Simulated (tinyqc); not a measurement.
Inside a calculation. Method: Pariser-Parr-Pople SCF with singles CI, for the molecule Fc1cccc2ccoc12 (SMILES; centres numbered as the heavy atoms are written). Computed by tinyqc, a small Python program that keeps every step. Settings: charge = 0, gamma = MN, start = huckel, damping = 0.3, iteration cap = 75, excitations kept = 9. Command: `OMP_NUM_THREADS=1 python tinyqc.py 25584 25585 out.jsonl` (the two numbers bound the seeds that draw the settings). One thread of a shared host (Intel(R) Xeon(R) Processor @ 2.60GHz), about 0.02 s of CPU time with the checks. Later iterations appear only in the table of the cycle.

## PPP integrals

Centres (angstrom, eV; a flat drawing with bonds scaled to 1.40 angstrom):
```
centre,x,y,core charge z,W,gamma_rr
1F,-1.51200,2.18600,2,40.52000,22.87000
2C,-1.12300,0.84100,1,9.71000,12.30000
3C,-2.09400,-0.16800,1,9.71000,12.30000
4C,-1.70500,-1.51300,1,9.71000,12.30000
5C,-0.34600,-1.84900,1,9.71000,12.30000
6C,0.62500,-0.84000,1,9.71000,12.30000
7C,2.02400,-0.88600,1,9.71000,12.30000
8C,2.50000,0.43100,1,9.71000,12.30000
9O,1.39500,1.29100,2,36.57000,21.57000
10C,0.23600,0.50500,1,9.71000,12.30000
```

Resonance integrals (eV):
```
i,j,beta
1,2,-2.22000
2,3,-2.39000
3,4,-2.39000
4,5,-2.39000
5,6,-2.39000
6,7,-2.39000
7,8,-2.39000
8,9,-2.08000
9,10,-2.08000
10,2,-2.39000
10,6,-2.39000
```

Mataga-Nishimoto: gamma = 14.399645/(R + a), a = 2 x 14.399645/(gamma_rr + gamma_ss); H_rr = -W_r - sum_(s != r) z_s gamma_rs; H_rs = beta for bonds.

repulsion gamma_rs (eV), lower triangle:
```
,1F,2C,3C,4C,5C,6C,7C,8C,9O,10C
1F,22.87000
2C,6.48930,12.30000
3C,4.43921,5.60073,12.30000
4C,3.18373,4.00482,5.60117,12.30000
5C,2.86905,3.62650,4.00453,5.60162,12.30000
6C,3.18338,4.00453,3.62573,4.00441,5.60073,12.30000
7C,2.61673,3.02486,2.69111,2.90782,3.86165,5.60197,12.30000
8C,2.77027,2.98945,2.48116,2.48128,2.98911,4.19095,5.60061,12.30000
9O,3.90265,4.22502,3.10869,2.86259,3.24269,4.62099,4.62070,6.39839,21.57000
10C,4.43887,5.60162,4.00441,3.62650,4.00482,5.60117,4.19075,4.19092,6.39793,12.30000
```

core matrix H (eV), lower triangle:
```
,1F,2C,3C,4C,5C,6C,7C,8C,9O,10C
1F,-78.31585
2C,-2.22000,-59.99114
3C,0.00000,-2.39000,-52.81464
4C,0.00000,0.00000,-2.39000,-50.03023
5C,0.00000,0.00000,0.00000,-2.39000,-51.62245
6C,0.00000,0.00000,0.00000,0.00000,-2.39000,-57.94825
7C,0.00000,0.00000,0.00000,0.00000,0.00000,-2.39000,-52.06362
8C,0.00000,0.00000,0.00000,0.00000,0.00000,0.00000,-2.39000,-52.97080
9O,0.00000,0.00000,0.00000,0.00000,0.00000,0.00000,0.00000,-2.08000,-79.85230
10C,0.00000,-2.39000,0.00000,0.00000,0.00000,-2.39000,0.00000,0.00000,-2.08000,-62.60377
```

## Starting guess

pi electrons, sum of z_r less the charge = 12

Orbitals of the Hueckel matrix of the beta values.

P at the start, lower triangle:
```
,1F,2C,3C,4C,5C,6C,7C,8C,9O,10C
1F,1.57542
2C,0.62113,1.01005
3C,-0.31463,0.56704,1.23494
4C,-0.09442,-0.02641,0.62713,1.04472
5C,0.29010,-0.24358,-0.21663,0.70324,1.19165
6C,-0.13184,0.04699,-0.16747,-0.06969,0.49996,1.10930
7C,-0.03592,0.02413,0.15297,-0.15479,-0.11979,0.56795,1.24260
8C,0.15425,-0.09957,0.03681,0.10287,-0.08680,-0.15866,0.66163,1.14368
9O,-0.06499,-0.05273,-0.17197,0.12042,0.07354,-0.22403,-0.29597,0.65000,1.28191
10C,-0.21053,0.46587,0.04096,-0.21597,-0.03226,0.53635,-0.17217,-0.20186,0.55113,1.16575
```

## Iteration 1: Fock matrix

F_rr = H_rr + P_rr gamma_rr / 2 + sum_(s != r) P_ss gamma_rs; F_rs = H_rs - P_rs gamma_rs / 2; E = tr P (H + F) / 2 + core repulsion sum_(r<s) z_r z_s gamma_rs.

F (eV), lower triangle:
```
,1F,2C,3C,4C,5C,6C,7C,8C,9O,10C
1F,-21.39065
2C,-4.23536,-4.56799
3C,0.69836,-3.97793,-3.08871
4C,0.15031,0.05287,-4.14634,-2.16195
5C,-0.41616,0.44168,0.43374,-4.35965,-2.05808
6C,0.20984,-0.09409,0.30360,0.13954,-3.79008,-2.52367
7C,0.04700,-0.03649,-0.20583,0.22505,0.23129,-3.98081,-2.85279
8C,-0.21366,0.14882,-0.04567,-0.12763,0.12973,0.33246,-4.24277,-4.63905
9O,0.12682,0.11140,0.26730,-0.17235,-0.11924,0.51763,0.68380,-4.15949,-19.27359
10C,0.46726,-3.69483,-0.08201,0.39160,0.06459,-3.89209,0.36077,0.42298,-3.84305,-4.86186
```

pi energy = -188.81611 eV

## Iteration 1: orbitals and new P

Diagonalise F (the basis is taken as orthonormal) and form P = 2 sum c c over the lowest orbitals; 0.3 of the old P is kept.

orbital energies (eV): -22.41620  -21.21759  -10.67828  -8.90511  -7.61980  -6.69254  0.03748  1.19662  3.26517  5.61192

P after iteration 1, lower triangle:
```
,1F,2C,3C,4C,5C,6C,7C,8C,9O,10C
1F,1.83787
2C,0.33751,1.03220
3C,-0.20347,0.65371,1.08572
4C,-0.03769,-0.00930,0.62547,1.00517
5C,0.16078,-0.31910,-0.06384,0.71085,1.03811
6C,-0.05018,-0.00262,-0.23579,0.00554,0.54177,1.01871
7C,-0.02191,0.02973,0.04875,-0.11872,-0.03426,0.50123,1.05563
8C,0.05990,-0.03490,0.13583,0.02178,-0.16316,-0.04902,0.79367,1.10859
9O,-0.01006,-0.08107,-0.09826,0.08920,0.06057,-0.16323,-0.23070,0.39963,1.69623
10C,-0.14477,0.54822,-0.01144,-0.26451,-0.01033,0.58764,-0.05260,-0.29493,0.34925,1.12177
```

## Iteration 2: Fock matrix

As before.

F (eV), lower triangle:
```
,1F,2C,3C,4C,5C,6C,7C,8C,9O,10C
1F,-18.92767
2C,-3.31509,-3.80856
3C,0.45163,-4.22061,-3.36036
4C,0.05999,0.01863,-4.14167,-3.14366
5C,-0.23064,0.57862,0.12782,-4.38095,-3.15495
6C,0.07987,0.00524,0.42746,-0.01109,-3.90715,-3.24211
7C,0.02867,-0.04496,-0.06559,0.17261,0.06615,-3.79394,-3.33220
8C,-0.08297,0.05217,-0.16851,-0.02702,0.24385,0.10271,-4.61252,-3.94898
9O,0.01963,0.17126,0.15272,-0.12767,-0.09821,0.37715,0.53301,-3.35848,-16.55063
10C,0.32131,-3.92545,0.02291,0.47962,0.02068,-4.03575,0.11022,0.61802,-3.19724,-3.98627
```

pi energy = -196.28235 eV

## Iteration 2: orbitals and new P

As before.

orbital energies (eV): -19.65658  -18.09412  -11.14710  -9.28628  -7.95861  -7.15667  0.53251  1.53434  2.85379  4.92332

P after iteration 2, lower triangle:
```
,1F,2C,3C,4C,5C,6C,7C,8C,9O,10C
1F,1.92727
2C,0.22996,1.01390
3C,-0.14995,0.67935,1.04379
4C,-0.01807,-0.00395,0.62637,1.00094
5C,0.10481,-0.33735,-0.03013,0.71198,1.01424
6C,-0.02510,0.00265,-0.26693,0.00606,0.56199,1.00825
7C,-0.01293,0.02705,0.02470,-0.10112,-0.01816,0.46414,1.03259
8C,0.02823,-0.02633,0.16418,0.01011,-0.18624,-0.02381,0.84653,1.05320
9O,0.00574,-0.08686,-0.07197,0.07315,0.05106,-0.13496,-0.19608,0.31001,1.83473
10C,-0.11487,0.58519,-0.00745,-0.28495,-0.00560,0.60742,-0.02947,-0.30917,0.27691,1.07109
```

## Convergence

Stop when output and input P, before any damping, agree to 1e-7.

Course of the cycle:
```
iteration,E (eV),largest |P(out) - P(in)|
1,-188.8161136,5.92e-01
2,-196.2823470,1.98e-01
3,-198.6610141,7.08e-02
4,-199.4252805,2.82e-02
5,-199.6687393,1.28e-02
6,-199.7458847,7.77e-03
7,-199.7703351,4.86e-03
8,-199.7781300,3.18e-03
9,-199.7806453,2.08e-03
10,-199.7814728,1.36e-03
11,-199.7817528,8.90e-04
...,...,...
27,-199.7819116,2.91e-06
28,-199.7819116,2.06e-06
29,-199.7819116,1.45e-06
30,-199.7819116,1.03e-06
31,-199.7819116,7.26e-07
32,-199.7819116,5.13e-07
33,-199.7819116,3.62e-07
34,-199.7819116,2.56e-07
35,-199.7819116,1.81e-07
36,-199.7819116,1.28e-07
37,-199.7819116,9.03e-08
```

Converged in 37 iterations.

## Converged orbitals

Charges are z - P_rr.

orbital energies (eV): -18.43069  -16.79337  -11.36115  -9.46695  -8.11753  -7.39070  0.71502  1.54297  2.76216  4.77612

coefficients:
```
,MO1,MO2,MO3,MO4,MO5,MO6,MO7,MO8,MO9,MO10
1F,0.97306,-0.08684,-0.10500,0.09289,-0.10154,-0.06776,-0.04760,0.06196,-0.05270,-0.04671
2C,0.20732,0.04344,0.29679,-0.33046,0.41205,0.29438,0.29459,-0.40148,0.36110,0.35076
3C,0.04799,0.01308,0.33985,-0.45181,-0.10882,0.42066,-0.41612,-0.13784,-0.43258,-0.33139
4C,0.01207,0.00775,0.38609,-0.27716,-0.52629,0.01302,0.04338,0.55511,0.25177,0.35119
5C,0.00479,0.02320,0.43148,0.05752,-0.38669,-0.40670,0.37845,-0.43390,0.06223,-0.39956
6C,0.01602,0.07915,0.48829,0.36052,0.17032,-0.32090,-0.35100,-0.11830,-0.34252,0.48845
7C,0.00601,0.07491,0.25771,0.54498,-0.01644,0.38465,-0.33841,0.01981,0.54202,-0.27206
8C,0.01196,0.22000,0.05816,0.39104,-0.15684,0.52182,0.53811,0.07447,-0.43620,0.11354
9O,0.06036,0.93657,-0.19625,-0.12018,-0.12575,-0.09733,-0.14341,-0.10775,0.08425,0.04096
10C,0.06025,0.22883,0.32159,-0.05983,0.55844,-0.18308,0.21176,0.53666,-0.06306,-0.39345
```

pi charges: 1F 0.02213, 2C 0.00279, 3C -0.02180, 4C -0.00649, 5C -0.00996, 6C -0.01381, 7C -0.03457, 8C -0.00346, 9O 0.08190, 10C -0.01673

## Singles CI, singlets

Over the 9 single excitations with the smallest orbital gaps: A = (e_a - e_i) delta + 2 (ia|jb) - (ij|ab), with (pq|rs) = sum c_mp c_mq gamma_mn c_nr c_ns. f = 2/3 w |mu|^2 in atomic units, mu = sqrt2 sum c_ia sum_m c_mi c_ma R_m.

singlet CI matrix (eV), lower triangle:
```
,6>7,5>7,6>8,5>8,6>9,4>7,5>9,4>8,3>7
6>7,5.42322
5>7,0.08553,5.48379
6>8,-0.15540,-0.76649,5.58208
5>8,0.27149,0.01961,0.02394,6.78058
6>9,-0.09923,-0.15508,0.05441,0.19990,7.10970
4>7,0.04434,0.01141,-0.20636,-0.19253,-0.46777,7.07168
5>9,0.11525,-0.12048,-0.47719,-0.00588,-0.06175,0.09458,7.28079
4>8,0.12949,0.48559,0.15121,-0.00507,-0.01008,0.04608,0.42426,7.38445
3>7,0.18261,-0.15269,-0.00231,0.04724,-0.18844,-0.11002,0.23177,-0.06476,8.50419
```

singlet excitation energies (eV): 4.58497  5.32306  6.19593  6.60010  6.75740  7.03908  7.60108  7.92175  8.59710

oscillator strengths: 0.00208  0.64929  0.47571  0.00065  0.64779  0.00574  0.28734  1.00053  0.07713

## Singles CI, triplets

Over the 9 single excitations with the smallest orbital gaps: A = (e_a - e_i) delta - (ij|ab), with (pq|rs) = sum c_mp c_mq gamma_mn c_nr c_ns.

triplet CI matrix (eV), lower triangle:
```
,6>7,5>7,6>8,5>8,6>9,4>7,5>9,4>8,3>7
6>7,2.74387
5>7,0.14769,4.21413
6>8,-0.00767,0.43191,4.37364
5>8,0.43191,0.02894,-0.22513,3.46407
6>9,0.33675,-0.35762,0.08983,0.08061,4.90146
4>7,-0.30316,0.13400,-0.18361,-0.08466,1.66212,5.00062
5>9,-0.35762,-0.64840,0.08061,-0.00883,0.20700,-0.22014,6.39844
4>8,-0.18361,-0.08466,0.70897,-0.18226,0.10900,-0.13653,-0.41547,6.53124
3>7,0.06854,-0.15905,-0.14931,-0.31779,0.05175,-0.34134,0.10770,-0.08630,7.15881
```

triplet excitation energies (eV): 2.30687  3.03310  3.71346  3.87402  4.57022  6.38050  6.55401  6.99397  7.36014
